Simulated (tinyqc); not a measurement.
Pair lines: donor-acceptor pair recombination.

h nu = Eg - ED - EA + q/(eps R), q = e^2/(4 pi eps0); shell j lies at R = a_lat sqrt(j/2) for the same sublattice and a_lat sqrt(j/2 - 5/16) for opposite ones (on the same sublattice shells 14, 30, 46, 56, 62, ... are empty, where 2j has the form 4^a (8b + 7)); rate W = W0 exp(-2R/aD) with the donor radius aD = q/(2 eps ED). Polarisation and overlap terms, which matter for close pairs, are left out.

Constants: e^2/(4 pi eps0) = 14.39964547 eV angstrom.

Parameters, chosen for this exercise (near those of impurities in 3C SiC; not measured data): a_lat = 4.36 angstrom (lattice constant); Eg = 2.38 eV (gap); ED = 51.5 meV (donor binding); EA = 246.1 meV (acceptor binding); eps = 9.5 (dielectric constant); W0 = 7.5 x 1e7/s (rate at zero distance); kind = same (sublattices of donor and acceptor); shells = (59, 68, 81, 179, 237, 300, 624) (shell numbers).

Energy, rate and lifetime for each shell.

Lines:
```
shell  R (angstrom)  Coulomb (meV)  h nu (eV)  step to the next shell (meV)  1/W (microsecond)
59            23.68           64.0     2.1464                          0.54              0.333
68            25.42           59.6     2.1420                          0.43              0.422
81            27.75           54.6     2.1370                          0.33              0.579
179           41.25           36.7     2.1191                          0.10               3.63
237           47.46           31.9     2.1143                          0.13               8.44
300           53.40           28.4     2.1108                         0.047               18.9
624           77.01           19.7     2.1021                         0.016                468
```

limit for distant pairs = 2.0824 eV
aD = 14.7 angstrom

The lines crowd together, on average as R^-3: the step falls from 0.54 to 0.016 meV, so distant pairs merge into a band. Close pairs emit higher and 1.41e+03 times faster over this table, so the band shifts to lower energy with delay and to higher energy with stronger pumping. All these lines lie below Eg, and R/aD runs from 1.6 up.

Program tinyqc; command `OMP_NUM_THREADS=1 python tinyqc.py 1280204 1280205 out.jsonl`; about 0.04 s on one thread of a shared Intel(R) Xeon(R) Processor @ 2.30GHz.
